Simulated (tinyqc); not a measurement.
# Thermal resistances of a two-die stack

Question. Heat leaves through the lower die only, and the system is linear. Find the resistance R1 from the lower die to the coolant, R2 between the dies, and the rise of the upper die when both are powered.

Values chosen for this exercise:
- P1 = 22 W (power of the lower die)
- P2 = 3.1 W (power of the upper die)

rises of the lower and upper die with only the lower one powered (K): 11.44  11.44
rises of the lower and upper die with only the upper one powered (K): 1.612  2.852

Solution. With only the lower die powered no heat crosses R2, so both dies rise by P1 R1; the difference in the second test is P2 R2; rises add.

R1 = 0.520 K/W
R2 = 0.400 K/W
rise of the upper die = 14.3 K

tinyqc, about 0.03 s, one thread, Intel Xeon 2.30GHz (shared host): `OMP_NUM_THREADS=1 python tinyqc.py 2162110 2162111 out.jsonl`
